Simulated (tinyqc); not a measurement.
What each parameter does: defect-molecule model of a vacancy with Jahn-Teller distortion.

Four dangling hybrids a, b, c, d point into the vacancy: H_ii = E0, and -gm between any two. A tetragonal distortion Q pairs a with b and c with d: those two couplings become -gm - I Q and the other four -gm + I Q/2, at an elastic cost k Q^2/2. The a1 level holds two electrons; charge states 2+, + and 0 put n = 0, 1, 2 more into the lowest level of t2 origin. Energy from the 2+ state at Q = 0, with the Fermi level mu counted from Ev: W_n(Q) = n (et - 2 I Q) + k Q^2/2 + Uc n (n - 1)/2 - n mu. et = E0 + gm is the undistorted t2 level.

Values chosen for the exercise (of the size used for the vacancy in silicon; the results hold for these values, not for the real material): E0 = -0.16 eV (level of a dangling hybrid, from Ev); gm = 0.41 eV (coupling between two dangling hybrids); I = 1.21 eV/angstrom (Jahn-Teller coupling); k = 17.8 eV/angstrom^2 (force constant of the mode); Uc = 0.29 eV (repulsion of two electrons in one orbital).

E_JT = 2 I^2/k, E(2+/+) = et - E_JT, E(+/0) = et - 3 E_JT + Uc, U_eff = E(+/0) - E(2+/+); a1 level E0 - 3 gm.

One parameter was then changed.

Results before and after:
```
case,(2+/+) (eV),(+/0) (eV),U_eff (eV),a1 (eV)
base,0.0855,0.0465,-0.0390,-1.3900
changed,0.1355,0.0965,-0.0390,-1.3400
```

Which of these changes was made? (a) k = 19.58 eV/angstrom^2; (b) gm = 0.45 eV; (c) E0 = -0.11 eV; (d) Uc = 0.35 eV; (e) I = 1.331 eV/angstrom.

Answer: (c) E0 = -0.11 eV. Of the candidates, run in turn, only this one gives the changed row.

All candidates:
```
case,(2+/+) (eV),(+/0) (eV),U_eff (eV),a1 (eV)
base,0.0855,0.0465,-0.0390,-1.3900
E0 = -0.11 eV,0.1355,0.0965,-0.0390,-1.3400
gm = 0.45 eV,0.1255,0.0865,-0.0390,-1.5100
I = 1.331 eV/angstrom,0.0509,-0.0572,-0.1081,-1.3900
k = 19.58 eV/angstrom^2,0.1004,0.0913,-0.0091,-1.3900
Uc = 0.35 eV,0.0855,0.1065,0.0210,-1.3900
```

E0 and gm move both levels alike, so U_eff depends on I, k and Uc alone.

tinyqc: `OMP_NUM_THREADS=1 python tinyqc.py 1481189 1481190 out.jsonl`; about 0.01 s, one thread, shared Intel(R) Xeon(R) Processor @ 2.30GHz.
